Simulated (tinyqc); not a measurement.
Inside a calculation. Method: Pariser-Parr-Pople SCF with singles CI, for the molecule O=C1C=CC(=O)C(F)=C1 (SMILES; centres numbered as the heavy atoms are written). One step of it, computed by the program tinyqc.

Task: Iteration 3: orbitals and new P. Diagonalise F (the basis is taken as orthonormal) and form P = 2 sum c c over the lowest orbitals; 0.3 of the old P is kept.

F (eV), lower triangle:
```
           1O         2C         3C         4C         5C         6O         7C          8F
1O  -9.120815
2C  -5.581264  -3.998633
3C  -0.209374  -3.690139  -5.217893
4C   0.454119  -0.204576  -5.607192  -5.453900
5C   0.214095   0.087673  -0.372082  -3.911390  -3.840349
6O  -0.358958   0.149780   0.554639   0.086315  -5.553129  -8.975856
7C   0.522226  -0.322074   0.226930   0.114852  -3.654929  -0.077633  -5.562892
8F  -0.145443   0.097767  -0.005510  -0.018844   0.043985   0.166584  -3.143063  -25.662861
9C   0.069777  -3.887697   0.107141   0.385083  -0.233932   0.399569  -5.515902    0.482893

           9C
9C  -5.526588
```

pi electrons, sum of z_r less the charge = 10

P after iteration 2, lower triangle:
```
           1O         2C         3C         4C         5C         6O        7C         8F
1O   1.348974
2C   0.778638   0.744755
3C   0.076444   0.346684   0.893545
4C  -0.242271   0.078372   0.858174   1.007370
5C  -0.128478  -0.037659   0.142526   0.405607   0.744840
6O   0.282247  -0.089902  -0.295938  -0.031518   0.772231   1.383967
7C  -0.278574   0.123371  -0.097490  -0.043992   0.337295   0.028351  0.956638
8F   0.099215  -0.051891   0.003294   0.010001  -0.015887  -0.067230  0.230203   1.911450
9C  -0.025479   0.399394  -0.041041  -0.165426   0.089598  -0.213168  0.833515  -0.174410

          9C
9C  1.008461
```

Give: orbital energies; P after iteration 3.

Result:

orbital energies (eV): -26.163  -14.980  -13.461  -11.325  -10.494  -3.161  0.440  1.769  4.015

P after iteration 3, lower triangle:
```
        1O      2C      3C      4C      5C      6O     7C      8F
1O   1.386
2C   0.787   0.709
3C   0.058   0.332   0.911
4C  -0.242   0.094   0.875   0.992
5C  -0.121  -0.026   0.142   0.376   0.708
6O   0.259  -0.103  -0.282  -0.014   0.786   1.401
7C  -0.275   0.134  -0.094  -0.045   0.324   0.038  0.933
8F   0.064  -0.037   0.006   0.007  -0.019  -0.036  0.174   1.958
9C  -0.014   0.375  -0.045  -0.145   0.101  -0.227  0.862  -0.140

       9C
9C  1.001
```
